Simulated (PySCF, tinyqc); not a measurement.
Inside a calculation. Method: MP2 on RHF in the 6-31g basis, for H4, spin multiplicity 1. The lowest restricted solution is unstable here: a spin-polarised one lies 0.0788 hartree lower (PySCF). One step of it, computed by the program tinyqc.

Question. Iteration 6 (converged): orbitals. Diagonalise F' = X^T F X, C = X C', fill 2 alpha and 2 beta electrons from the bottom; D = 2 C_occ C_occ^T. Each column has its largest component positive (the first on a tie).

converged F (hartree):
```
           1H 1s      1H 2s      2H 1s      2H 2s      3H 1s      3H 2s      4H 1s      4H 2s
1H 1s   0.074545  -0.433440  -0.180923  -0.270903  -0.340868  -0.384472  -0.086290  -0.217318
1H 2s  -0.433440  -0.379938  -0.270903  -0.332380  -0.384472  -0.410995  -0.217318  -0.327894
2H 1s  -0.180923  -0.270903   0.074545  -0.433440  -0.086290  -0.217318  -0.340868  -0.384472
2H 2s  -0.270903  -0.332380  -0.433440  -0.379938  -0.217318  -0.327894  -0.384472  -0.410995
3H 1s  -0.340868  -0.384472  -0.086290  -0.217318   0.074545  -0.433440  -0.180923  -0.270903
3H 2s  -0.384472  -0.410995  -0.217318  -0.327894  -0.433440  -0.379938  -0.270903  -0.332380
4H 1s  -0.086290  -0.217318  -0.340868  -0.384472  -0.180923  -0.270903   0.074545  -0.433440
4H 2s  -0.217318  -0.327894  -0.384472  -0.410995  -0.270903  -0.332380  -0.433440  -0.379938
```

X:
```
           1H 1s      1H 2s      2H 1s      2H 2s      3H 1s      3H 2s      4H 1s      4H 2s
1H 1s   1.265273  -0.535379   0.018422   0.016023   0.009761   0.016216   0.029582   0.001755
1H 2s  -0.535379   1.892427   0.016023  -0.622344   0.016216  -0.654157   0.001755   0.221949
2H 1s   0.018422   0.016023   1.265273  -0.535379   0.029582   0.001755   0.009761   0.016216
2H 2s   0.016023  -0.622344  -0.535379   1.892427   0.001755   0.221949   0.016216  -0.654157
3H 1s   0.009761   0.016216   0.029582   0.001755   1.265273  -0.535379   0.018422   0.016023
3H 2s   0.016216  -0.654157   0.001755   0.221949  -0.535379   1.892427   0.016023  -0.622344
4H 1s   0.029582   0.001755   0.009761   0.016216   0.018422   0.016023   1.265273  -0.535379
4H 2s   0.001755   0.221949   0.016216  -0.654157   0.016023  -0.622344  -0.535379   1.892427
```

Give: F' = X^T F X; orbital energies; coefficients C; D after iteration 6.

Answer.

F' = X^T F X (hartree):
```
        1       2       3       4       5       6       7       8
1   0.574  -0.589  -0.036  -0.061  -0.158  -0.140   0.054  -0.024
2  -0.589   0.271  -0.061  -0.121  -0.140  -0.184  -0.024  -0.022
3  -0.036  -0.061   0.574  -0.589   0.054  -0.024  -0.158  -0.140
4  -0.061  -0.121  -0.589   0.271  -0.024  -0.022  -0.140  -0.184
5  -0.158  -0.140   0.054  -0.024   0.574  -0.589  -0.036  -0.061
6  -0.140  -0.184  -0.024  -0.022  -0.589   0.271  -0.061  -0.121
7   0.054  -0.024  -0.158  -0.140  -0.036  -0.061   0.574  -0.589
8  -0.024  -0.022  -0.140  -0.184  -0.061  -0.121  -0.589   0.271
```

orbital energies (hartree): MO1 -0.659, MO2 -0.335, MO3 -0.007, MO4 0.255, MO5 0.963, MO6 1.005, MO7 1.038, MO8 1.123

coefficients C:
```
         MO1     MO2     MO3     MO4     MO5     MO6     MO7     MO8
1H 1s  0.193   0.203   0.158   0.143  -0.638  -0.659   0.680  -0.679
1H 2s  0.187   0.439   0.520   1.206   0.742   0.725  -0.451   1.225
2H 1s  0.193  -0.203   0.158  -0.143   0.638  -0.659   0.680   0.679
2H 2s  0.187  -0.439   0.520  -1.206  -0.742   0.725  -0.451  -1.225
3H 1s  0.193   0.203  -0.158  -0.143  -0.638   0.659   0.680   0.679
3H 2s  0.187   0.439  -0.520  -1.206   0.742  -0.725  -0.451  -1.225
4H 1s  0.193  -0.203  -0.158   0.143   0.638   0.659   0.680  -0.679
4H 2s  0.187  -0.439  -0.520   1.206  -0.742  -0.725  -0.451   1.225
```

D after iteration 6:
```
        1H 1s   1H 2s   2H 1s   2H 2s   3H 1s   3H 2s   4H 1s   4H 2s
1H 1s   0.157   0.250  -0.008  -0.106   0.157   0.250  -0.008  -0.106
1H 2s   0.250   0.455  -0.106  -0.315   0.250   0.455  -0.106  -0.315
2H 1s  -0.008  -0.106   0.157   0.250  -0.008  -0.106   0.157   0.250
2H 2s  -0.106  -0.315   0.250   0.455  -0.106  -0.315   0.250   0.455
3H 1s   0.157   0.250  -0.008  -0.106   0.157   0.250  -0.008  -0.106
3H 2s   0.250   0.455  -0.106  -0.315   0.250   0.455  -0.106  -0.315
4H 1s  -0.008  -0.106   0.157   0.250  -0.008  -0.106   0.157   0.250
4H 2s  -0.106  -0.315   0.250   0.455  -0.106  -0.315   0.250   0.455
```
